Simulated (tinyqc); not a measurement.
Thermoelectric coefficients with electrons and holes, Landauer integrals: one step of the calculation.

Bulk parabolic band, x = (E - Ec)/kB T, C = hbar^2/(2 m0), kB T in eV. Modes per area gv m kB T x/(4 pi C) times the back-scattering length l0 x^rr give the transport function s0 X(x), s0 = (2 q^2/h) gv m kB T l0/(4 pi C), X = x^(1 + rr). Holes have the same form with the prefactor bb s0 and the reduced level -eta - xg in place of eta. I_k = int X (x - eta)^k w dx, w = 1/(4 cosh^2((x - eta)/2)).

Task. The three integrals on a coarse grid. Simpson's rule on nE equally spaced points from xa to xe.

Parameters, values chosen for the exercise:
```
symbol  value  unit                             meaning
rr          0            energy exponent of that length
eta      -1.5        reduced Fermi level (EF - Ec)/kB T
xa          0                     lower end of the grid
xe         10                     upper end of the grid
nE         13                        points of the grid
```

Wanted: x; X; w; X w; I_0, I_1, I_2 on this grid.

Result.

```
point      x       X         w       X w
0       0.00       0    0.1491         0
1       0.83  0.8333   0.08059   0.06715
2       1.67   1.667   0.03880   0.06467
3       2.50   2.500   0.01766   0.04416
4       3.33   3.333  0.007835   0.02612
5       4.17   4.167  0.003436   0.01431
6       5.00   5.000  0.001499  0.007495
7       5.83   5.833  6.525e-4  0.003806
8       6.67   6.667  2.838e-4  0.001892
9       7.50   7.500  1.234e-4  9.253e-4
10      8.33   8.333  5.363e-5  4.469e-4
11      9.17   9.167  2.331e-5  2.137e-4
12     10.00   10.00  1.013e-5  1.013e-4
```

I_0, I_1, I_2 on this grid: 0.2010  0.7256  3.013

Range of the model: Parabolic bands, elastic scattering and a fixed kL make these model figures, not those of a material.

Program tinyqc, `OMP_NUM_THREADS=1 python tinyqc.py 2800045 2800046 out.jsonl`; Intel Xeon 2.30GHz, shared host, one thread, about 0.03 s.
